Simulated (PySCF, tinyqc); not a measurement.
Inside a calculation. Method: RHF in the sto-6g basis, for Be, spin multiplicity 1. This run ends on a higher stationary point, not on the lowest solution. The lowest restricted solution is unstable here: a spin-polarised one lies 0.0017 hartree lower (PySCF). One step of it, computed by the program tinyqc.

Task: Orthogonalisation. S = U s U^T; symmetric (Loewdin) form X = U s^(-1/2) U^T, so that X^T S X = 1.

overlap S, lower triangle:
```
           1Be 1s    1Be 2s   1Be 2px   1Be 2py   1Be 2pz
1Be 1s   1.000000
1Be 2s   0.254764  1.000000
1Be 2px  0.000000  0.000000  1.000000
1Be 2py  0.000000  0.000000  0.000000  1.000000
1Be 2pz  0.000000  0.000000  0.000000  0.000000  1.000000
```

Give: eigenvalues of S; X.

Result:

eigenvalues of S: 0.7452  1.0000  1.0000  1.0000  1.2548

X, lower triangle:
```
          1Be 1s  1Be 2s  1Be 2px  1Be 2py  1Be 2pz
1Be 1s    1.0256
1Be 2s   -0.1328  1.0256
1Be 2px   0.0000  0.0000   1.0000
1Be 2py   0.0000  0.0000   0.0000   1.0000
1Be 2pz   0.0000  0.0000   0.0000   0.0000   1.0000
```
